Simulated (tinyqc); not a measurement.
Interface roughness in a thin film (subband fluctuation and scattering), step by step. Values are carried at full precision from step to step, so a last printed digit may differ when a step is redone from the rounded ones.

Square well of width t, barriers V0, c = hbar^2/2m0: E1 solves k t + 2 atan[(k/mz)/(kappa/mb)] = pi, k = sqrt(mz E/c), kappa = sqrt(mb (V0 - E)/c). One interface is rough, so the subband edge fluctuates by G dt with G = |dE1/dt| (central difference of 0.01 angstrom; 2 E1/t for hard walls).

Constants: hbar^2/2m0 = 3.80998211 eV angstrom^2; e^2/(4 pi eps0) = 14.39964547 eV angstrom; hbar = 6.58211957e-16 eV s.

Parameters, chosen for this exercise (near those of a thin Si channel on (100), two-fold valleys; the results hold for these values, not for the real material):
- t = 20 angstrom (film thickness)
- mz = 0.92 m0 (confinement mass)
- V0 = 3.02 eV (barrier)
- mb = 0.54 m0 (barrier mass)
- D = 1.5 angstrom (rms height of the roughness)
- md = 0.189 m0 (mass in the plane)
- gv = 2 (valleys)
- Lc = 50 angstrom (correlation length)
- Ns = 8.3 x 1e12/cm^2 (sheet density)
- eps = 7.8 (mean dielectric constant at the channel)
- Lg = 120 angstrom (gate length)
- Wg = 250 angstrom (gate width)

## Sensitivity of the level to thickness

Give E1, G, the hard-wall values and the rms fluctuation G D.

E1 = 85.93 meV
G = |dE1/dt| = 7.8679 meV/angstrom

hard walls: E1 (meV) and G (meV/angstrom): 102.182  10.218

G D = 11.80 meV

Hard walls overstate G by a factor 1.30, and the scattering rate, which goes as G^2, by 1.69.

## The angular integrand

Gaussian roughness spectrum S(q) = pi D^2 Lc^2 exp(-q^2 Lc^2/4). Degenerate gas, taken to fill one subband (the second starts to fill once c kF^2/md exceeds E2 - E1, which is not tested here): kF = sqrt(2 pi Ns/gv), q = 2 kF sin(theta/2), 1/tau = (md/(2 pi c hbar)) G^2 times the integral from 0 to pi of S(q)(1 - cos theta)/eps(q)^2 dtheta, eps(q) = 1 + qs/q with screening (qs = gv md q0/(c eps), q0 = e^2/(4 pi eps0), form factors left out, which overstates the screening; other scattering is left out too, so these values lie far above measured mobilities in all but the thinnest films) or 1 without; mobility = tau c2/md with c2 = e/m0 = 1.75882e15 cm^2/(V s^2); 1e12/cm^2 = 1e-4/angstrom^2.

kF, qs, and exp(-q^2 Lc^2/4)(1 - cos theta) without and with the factor 1/eps^2 at theta = 30, 60, ..., 180 degrees.

kF = 0.05106 1/angstrom
qs = 0.1832 1/angstrom

Integrand:
```
theta  q (1/angstrom)     bare  eps(q)  screened
30             0.0264   0.0866    7.93   0.00138
60             0.0511   0.0980    4.59   0.00466
90             0.0722   0.0384    3.54   0.00307
120            0.0884   0.0113    3.07   0.00120
150            0.0986  0.00426    2.86  0.000522
180            0.1021  0.00295    2.79  0.000378
```

kF Lc = 2.55: the spectrum cuts off large angles, and the bare integrand is largest at 60 degrees among these rows.

## Scattering time and mobility

Integrate over theta.

Results:
```
case      integral   tau (fs)  mobility (cm^2/(V s))
bare        0.1257      606.5                   5644
screened  0.005764  1.322e+04              1.230e+05
```

Screening raises the mobility by a factor 21.8. With it kF l = 2.11e+03, so by this rate the carriers are far from localisation. Phonons, and the gate field that presses carriers to the wall, limit real channels far below this value.

## Threshold variation

Averaged over an area A = Lg Wg much larger than Lc^2, the thickness varies by D sqrt(pi Lc^2/A), so sigma(Vt) = G D Lc sqrt(pi/A)/e; the Pelgrom coefficient is sigma sqrt(A) (1 micrometre = 1e4 angstrom).

rms of the mean thickness = 0.767 angstrom
sigma(Vt) = 6.039 mV
coefficient = 0.105 mV micrometre

The electrostatic effect of the thickness is left out. Lc is not small against the gate, so the averaging formula overstates the variation.

## Checks

- G from the envelope at the wall, psi(t/2)^2 (E1 + c mz (kappa/mb)^2), against the difference quotient, meV/angstrom: both 7.868.
- Bare integral for Lc -> 0 against pi: both 3.1416.

(tinyqc, `OMP_NUM_THREADS=1 python tinyqc.py 1282721 1282722 out.jsonl`, Intel(R) Xeon(R) Processor @ 2.30GHz, 1 thread, shared host, about 0.01 s.)
